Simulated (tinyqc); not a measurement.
Metal gate on a two-layer dielectric stack with fixed charge and a dipole: two steps of the calculation.

Gate, layer 2, layer 1, p-type semiconductor; x runs from the gate inwards. Charges are counted in units of +q. psi is the band bending at the surface, positive towards inversion. Classical charge, Boltzmann statistics, no interface traps.

Inputs (values chosen for the exercise); band and dielectric values close to those of silicon, layer 1 close to silicon dioxide, layer 2 close to zirconium oxide:
- T = 350 K (temperature)
- Eg = 1.13 eV (band gap)
- eps_r = 11.7 (relative permittivity)
- Nc = 3.59e19 cm^-3 (conduction-band density of states at T)
- Nv = 3.3e19 cm^-3 (valence-band density of states at T)
- chi = 4.01 eV (electron affinity)
- Na = 1.1e16 cm^-3 (acceptor density)
- pM = 4.99 eV (work function of the gate metal)
- t1 = 0.4 nm (thickness of layer 1, next to the semiconductor)
- e1 = 3.78 (relative permittivity of layer 1)
- t2 = 3.1 nm (thickness of layer 2, next to the gate)
- e2 = 24.5 (relative permittivity of layer 2)
- Q1 = 3.9e11 cm^-2 (fixed charge at the semiconductor interface)
- Q2 = 4.4e11 cm^-2 (fixed charge between the layers)
- r1 = 0 cm^-3 (uniform charge density in layer 1)
- r2 = 0 cm^-3 (uniform charge density in layer 2)
- Vd = 0 V (flat-band shift by a dipole layer between the layers)
- ps = -0.101 V (band bending psi of the working point)

Constants: q = 1.602176634e-19 C, kB = 1.380649e-23 J/K, Vt = kB T/q, eps0 = 8.8541878128e-14 F/cm where lengths are in cm. Results are converted to the units shown.

Problem 1. Charge in the semiconductor. ni = sqrt(Nc Nv) exp(-Eg/(2 Vt)), Eg in volts. Qs = -sign(psi) sqrt(2 q eps0 eps_r Na Vt [exp(-u) + u - 1 + (ni/Na)^2 (exp(u) - u - 1)]), u = psi/Vt.

Give: Qs.

Solution 1.

Qs = 0.051538 uC/cm^2

The surface is accumulated.

Problem 2. Fields and voltage drops. EOT = 3.9 (t1/e1 + t2/e2), Cox = eps0/(t1/e1 + t2/e2); phi_ms = pM - (chi + Eg - Vt ln(Nv/Na)).

Gauss: D = -Qs just inside the semiconductor; going towards the gate subtract q Q1, then q r1 t1, q Q2 and q r2 t2. Field = D/(eps0 e); the drop over a layer is its mean field times its thickness; Vg = phi_ms + Vd + psi + both drops.

Qs = 0.051537576 uC/cm^2

Find: D; field; drop over layer 2; drop over layer 1; Vg.

Solution 2.

```
place                        D (uC/cm^2)  field (MV/cm)
layer 2, gate side              -0.18452       -0.08506
layer 2, inner side             -0.18452       -0.08506
layer 1, outer side             -0.11402       -0.34068
layer 1, semiconductor side     -0.11402       -0.34068
semiconductor surface           -0.05154       -0.04975
```

drop over layer 2 = -0.026369 V
drop over layer 1 = -0.013627 V
Vg = -0.049518 V

The same Vg follows from Vfb + psi - Qs/Cox. The largest field, 0.341 MV/cm in size, is at: layer 1, outer side.

Program tinyqc, `OMP_NUM_THREADS=1 python tinyqc.py 2010152 2010153 out.jsonl`; Intel Xeon 2.30GHz, shared host, one thread, about 0.01 s.
